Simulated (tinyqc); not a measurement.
From results back to parameters: k.p values derived from sp3s* tight binding at Gamma. Three cases, with inputs chosen for the exercise.

Problem. The electron mass obeys m0/m = A + Ep/EG, where A gathers the direct term and the higher bands, and Ep = P^2/c with c = hbar^2/2m0, P = (a/4)(sa pc Vsapc + sc pa Vscpa). The mass comes from a hidden Vscpa (s cation, p anion); sa, sc are the anion and cation parts of S+, the upper s level at Gamma, and pa, pc those of P-, the lower p level (P+ is the upper one).

Constants: hbar^2/2m0 = 3.80998211 eV angstrom^2.

Find: Ep; Vscpa.

Method. Ep = (m0/m - A) EG gives |P|; both terms of P have the sign of sc pa, and the linear relation gives Vscpa. A is held fixed, though its part from P+ also depends on Vscpa.

Case 1.

Values chosen (out of a larger set: near a published set for InP, fitted to gaps, whose masses and valley positions are rough; not measured data): a = 5.872 angstrom (lattice constant); Vsapc = 2.244 eV (s anion, p cation).

m = 0.1224602 m0
A = -1.46964
EG = 1.423434 eV

sa, sc, pa, pc: 0.475279  -0.879835  0.907868  -0.419256

Solution.

Ep = 13.72 eV
Vscpa = 5.61 eV

Case 2.

Values chosen (out of a larger set: near a published set for Ge, fitted to gaps, whose masses and valley positions are rough; not measured data): a = 5.66 angstrom (lattice constant); Vsapc = 5.42 eV (s anion, p cation).

m = 0.0608881 m0
A = -1.78152
EG = 0.848000 eV

sa, sc, pa, pc: 0.707107  -0.707107  0.707107  -0.707107

Solution.

Ep = 15.44 eV
Vscpa = 5.42 eV

Case 3.

Values chosen (out of a larger set: near a published set for GaAs, fitted to gaps, whose masses and valley positions are rough; not measured data): a = 5.656 angstrom (lattice constant); Vsapc = 4.528 eV (s anion, p cation).

m = 0.1136250 m0
A = -1.52608
EG = 1.526124 eV

sa, sc, pa, pc: 0.543496  -0.839412  0.880985  -0.473145

Solution.

Ep = 15.76 eV
Vscpa = 5.84 eV

Computed by tinyqc, one run a case: `OMP_NUM_THREADS=1 python tinyqc.py N N+1 out.jsonl` with N = 1480982, 1480990, 1481021; one thread of a shared Intel(R) Xeon(R) Processor @ 2.30GHz, about 0.01 s a run at most.
